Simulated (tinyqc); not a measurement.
# Bulk resistivity and mean free path from two films

Problem. In the thick-film limit single-crystal films obey rho = rho0 (1 + 3 (1 - ps) lam/(8 d)). Find rho0, lam and the product rho0 lam.

Values chosen for this exercise:
- ps = 0 (specular share of surface scattering)

rho at d = 35 and 170 nm (uohm cm): [3.2370571, 2.7946882]

Answer. rho is a straight line in 1/d: the intercept is rho0 and the slope (3/8)(1 - ps) rho0 lam. Without ps only the product (1 - ps) lam could be found.

rho0 = 2.680 uohm cm
lam = 19.40 nm
rho0 lam = 51.99 uohm cm nm

Program tinyqc, `OMP_NUM_THREADS=1 python tinyqc.py 2100122 2100123 out.jsonl`; Intel Xeon 2.30GHz, shared host, one thread, about 0.01 s.
